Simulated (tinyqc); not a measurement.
# Landau coefficient from the swing

Inverse problem. Below threshold and near Q = 0, a ferroelectric film of thickness tf changes the swing n Vt ln 10 by the factor 1 + 2 al tf Cp, and al = -3 sqrt(3) Ec/(4 Pr) (1 nm times 1 kV/cm is 1e-4 V). Find n, al and Pr.

Parameters, values chosen for the exercise:
- T = 300 K (temperature)
- Ec = 800 kV/cm (coercive field)
- Cp = 0.21 uF/cm^2 (overlap capacitance per gate area)

Constants: q = 1.602176634e-19 C, kB = 1.380649e-23 J/K, Vt = kB T/q. Results are converted to the units shown.

swing without the film and with tf = 12 nm (mV/decade): 73.217508  70.021734

Solution. The first swing gives n, the ratio of the two gives al, and Ec then gives Pr.

n = 1.230
al = -86.60 kV cm/uC
Pr = 12.00 uC/cm^2

Program tinyqc, `OMP_NUM_THREADS=1 python tinyqc.py 2860144 2860145 out.jsonl`; Intel Xeon 2.30GHz, shared host, one thread, about 0.03 s.
